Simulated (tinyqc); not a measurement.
Worked calculation: CIS on RHF in the sto-3g basis, for H3-, spin multiplicity 1. The basis has no diffuse functions, so it cannot describe the extra electron: this is an exercise in the method, not the real anion. Computed by tinyqc, a small Python program that keeps every step (integrals from PySCF). Settings: charge = -1, multiplicity = 1, basis = sto-3g, method = RHF, energy threshold = 1e-10, iteration cap = 63, orthogonalisation = symmetric, start = core, DIIS depth = 6. Command: `OMP_NUM_THREADS=1 python tinyqc.py 20133 20134 out.jsonl` (the two numbers bound the seeds that draw the settings). One thread of a shared host (Intel(R) Xeon(R) Processor @ 2.60GHz), about 0.05 s of CPU time with the checks. The early iterations of the SCF are left out here.

## One-electron integrals

Geometry (angstrom):
```
atom        x        y         z
H     0.00000  0.00000   0.00000
H     0.00000  0.00000   0.82000
H     0.00000  0.76200  -0.44000
```

Basis sto-3g: exponents (1/bohr^2) and contraction coefficients of normalised primitives:
```
element  l (shell)  exponent  coefficient
H            s (1)   3.42525      0.15433
H            s (1)   0.62391      0.53533
H            s (1)   0.16886      0.44463
```

Overlap, kinetic and nuclear-attraction integrals over the contracted functions; the nuclear repulsion is the sum of Za Zb / Rab.

nuclear repulsion = 1.6061107 hartree

overlap S, order 1H 1s, 2H 1s, 3H 1s:
$$\begin{pmatrix}
1.00000 & 0.60791 & 0.56977 \\
0.60791 & 1.00000 & 0.26706 \\
0.56977 & 0.26706 & 1.00000
\end{pmatrix}$$

kinetic energy T (hartree), order 1H 1s, 2H 1s, 3H 1s:
$$\begin{pmatrix}
0.76003 & 0.19203 & 0.16204 \\
0.19203 & 0.76003 & 0.01209 \\
0.16204 & 0.01209 & 0.76003
\end{pmatrix}$$

nuclear attraction V (hartree), order 1H 1s, 2H 1s, 3H 1s:
$$\begin{pmatrix}
-2.40359 & -1.33678 & -1.23189 \\
-1.33678 & -2.18953 & -0.54092 \\
-1.23189 & -0.54092 & -2.15614
\end{pmatrix}$$

core Hamiltonian H = T + V (hartree), order 1H 1s, 2H 1s, 3H 1s:
$$\begin{pmatrix}
-1.64356 & -1.14475 & -1.06985 \\
-1.14475 & -1.42950 & -0.52883 \\
-1.06985 & -0.52883 & -1.39611
\end{pmatrix}$$

## Two-electron integrals

Functions are numbered as in S; the eight-fold symmetry (ij|kl) = (ji|kl) = (kl|ij) leaves the list below.

Two-electron integrals (ij|kl) in chemists' order, unique and non-zero (hartree):
```
(11|11) 0.77461   (21|11) 0.40003   (21|21) 0.24762   (22|11) 0.54034
(22|21) 0.40003   (22|22) 0.77461   (31|11) 0.36823   (31|21) 0.18684
(31|22) 0.25061   (31|31) 0.21430   (32|11) 0.15819   (32|21) 0.09314
(32|22) 0.14432   (32|31) 0.08751   (32|32) 0.04073   (33|11) 0.51884
(33|21) 0.26179   (33|22) 0.35158   (33|31) 0.36823   (33|32) 0.14432
(33|33) 0.77461
```

## Orthogonalisation

S = U s U^T; symmetric (Loewdin) form X = U s^(-1/2) U^T, so that X^T S X = 1.

eigenvalues of S: [0.28920, 0.73365, 1.97715]

X, order 1H 1s, 2H 1s, 3H 1s:
$$\begin{pmatrix}
1.37569 & -0.42045 & -0.38016 \\
-0.42045 & 1.19709 & 0.01237 \\
-0.38016 & 0.01237 & 1.16542
\end{pmatrix}$$

## Iteration 6 (converged): orbitals

converged F (hartree), order 1H 1s, 2H 1s, 3H 1s:
$$\begin{pmatrix}
0.02606 & -0.27517 & -0.25342 \\
-0.27517 & 0.07035 & -0.13093 \\
-0.25342 & -0.13093 & 0.10738
\end{pmatrix}$$

Diagonalise F' = X^T F X, C = X C', fill 2 alpha and 2 beta electrons from the bottom; D = 2 C_occ C_occ^T. Each column has its largest component positive (the first on a tie).

F' = X^T F X (hartree):
$$\begin{pmatrix}
0.61881 & -0.53734 & -0.48839 \\
-0.53734 & 0.38119 & 0.07610 \\
-0.48839 & 0.07610 & 0.37299
\end{pmatrix}$$

orbital energies (hartree): MO1 -0.19482, MO2 0.30096, MO3 1.26686

coefficients C, order 1H 1s, 2H 1s, 3H 1s:
$$\begin{pmatrix}
0.49308 & 0.00688 & 1.40379 \\
0.39097 & -0.79613 & -0.90734 \\
0.33445 & 0.85394 & -0.81352
\end{pmatrix}$$

D after iteration 6, order 1H 1s, 2H 1s, 3H 1s:
$$\begin{pmatrix}
0.48636 & 0.37460 & 0.34158 \\
0.37460 & 1.57337 & -1.09817 \\
0.34158 & -1.09817 & 1.68213
\end{pmatrix}$$

## Convergence

Stop when the energy changes by less than 1e-10 hartree and every element of the error matrix X^T (F D S - S D F) X is below 3e-06.

Course of the cycle:
```
iteration  E (hartree)     change  largest element of the error matrix
1           -1.1662129          -                             2.13e-01
2           -1.1991270  -3.29e-02                             2.85e-02
3           -1.1997491  -6.22e-04                             2.30e-04
4           -1.1997492  -4.86e-08                             1.86e-05
5           -1.1997492  -2.21e-10                             1.98e-08
6           -1.1997492  -4.44e-16                             9.76e-09
```

PySCF RHF in the same basis = -1.1997492 hartree

Converged in 6 iterations.

## Integrals over molecular orbitals

(pq|rs) = sum C_ip C_jq C_kr C_ls (ij|kl), one index at a time.

one-electron integrals over orbitals h = C^T H C (hartree):
$$\begin{pmatrix}
-1.70682 & -0.00174 & -0.11128 \\
-0.00174 & -1.20518 & -0.00136 \\
-0.11128 & -0.00136 & -0.76063
\end{pmatrix}$$

Two-electron integrals over orbitals (pq|rs), unique and non-zero (hartree):
```
(11|11) 0.59463    (21|11) -0.01483   (21|21) 0.15161    (22|11) 0.53449
(22|21) 0.01657    (22|22) 0.58876    (31|11) 0.06968    (31|21) 0.00795
(31|22) -0.04083   (31|31) 0.13400    (32|11) 0.01266    (32|21) -0.12325
(32|22) -0.01600   (32|31) -0.00557   (32|32) 0.12252    (33|11) 0.60558
(33|21) -0.01051   (33|22) 0.53642    (33|31) 0.10286    (33|32) 0.01022
(33|33) 0.66503
```

## CIS matrix, singlets

A(ia,jb) = (e_a - e_i) d_ij d_ab + 2 (ia|jb) - (ij|ab).

CIS matrix A, singlet (hartree), order 1>3, 2>3:
$$\begin{pmatrix}
1.12410 & -0.00063 \\
-0.00063 & 0.67452
\end{pmatrix}$$

## CIS singlet states

dipole integrals <i|r|a> (bohr), order 1>3, 2>3:
$$\begin{pmatrix}
0.00000 & -0.48325 & -0.35148 \\
0.00000 & -0.53533 & 0.87283
\end{pmatrix}$$

Diagonalise A (1 hartree = 27.211386 eV); each vector has its largest component positive (the first on a tie). The transition dipole is mu = sqrt2 sum c_ia <i|r|a>.

singlet excitation energies (eV): [18.35460, 30.58844]

lowest vectors, order 1>3, 2>3:
$$\begin{pmatrix}
0.00141 & 1.00000 \\
1.00000 & -0.00141
\end{pmatrix}$$

oscillator strengths 2/3 w |mu|^2: [0.94277, 0.53538]

## CIS matrix, triplets

A(ia,jb) = (e_a - e_i) d_ij d_ab - (ij|ab).

CIS matrix A, triplet (hartree), order 1>3, 2>3:
$$\begin{pmatrix}
0.85610 & 0.01051 \\
0.01051 & 0.42948
\end{pmatrix}$$

## CIS triplet states

Diagonalise A (1 hartree = 27.211386 eV); each vector has its largest component positive (the first on a tie).

triplet excitation energies (eV): [11.67978, 23.30280]

lowest vectors, order 1>3, 2>3:
$$\begin{pmatrix}
-0.02462 & 0.99970 \\
0.99970 & 0.02462
\end{pmatrix}$$
